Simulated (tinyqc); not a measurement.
Raising U: Hubbard chain of 4 sites, mean field against exact. Computed by the program tinyqc. Collinear unrestricted mean field (the lowest of 40 random starts) against exact diagonalisation.

one-body matrix (hopping and site energies) (eV):
```
,1,2,3,4
1,0.0000,-1.6600,0.0000,0.0000
2,-1.6600,0.0000,-1.6600,0.0000
3,0.0000,-1.6600,0.0000,-1.6600
4,0.0000,0.0000,-1.6600,0.0000
```

electrons, up and down: 2  1

Exact and mean-field results (eV):
```
U,U/t,E exact,E mean field,mean |n_up - n_down|,"double occupancy, exact",first gap in the sector
0.8300,0.5000,-6.006188,-5.986581,0.2500,0.1110,1.6351
1.6600,1.0000,-5.660441,-5.583653,0.2500,0.0974,1.5703
3.3200,2.0000,-5.095429,-4.815391,0.2500,0.0736,1.3878
4.9800,3.0000,-4.671709,-4.146325,0.3772,0.0550,1.2005
6.6400,4.0000,-4.354403,-3.637606,0.4977,0.0414,1.0379
9.9600,6.0000,-3.928460,-3.020091,0.6262,0.0246,0.7960
13.2800,8.0000,-3.665392,-2.783963,0.7278,0.0159,0.6361
19.9200,12.0000,-3.367118,-2.635872,0.7408,0.0079,0.4477
33.2000,20.0000,-3.105479,-2.520054,0.7468,0.0031,0.2778
```

What does the comparison show, and why?

In absolute terms mean field is worst at U/t = 6.0, 0.908 eV too high: at small U it is nearly exact, and at large U it still misses the motion of the hole through a fluctuating spin background. Relative to the exact energy its error is 0.3 % at the smallest U, 24 % at most and 19 % at the largest. The double occupancy falls from 0.111 to 0.003.
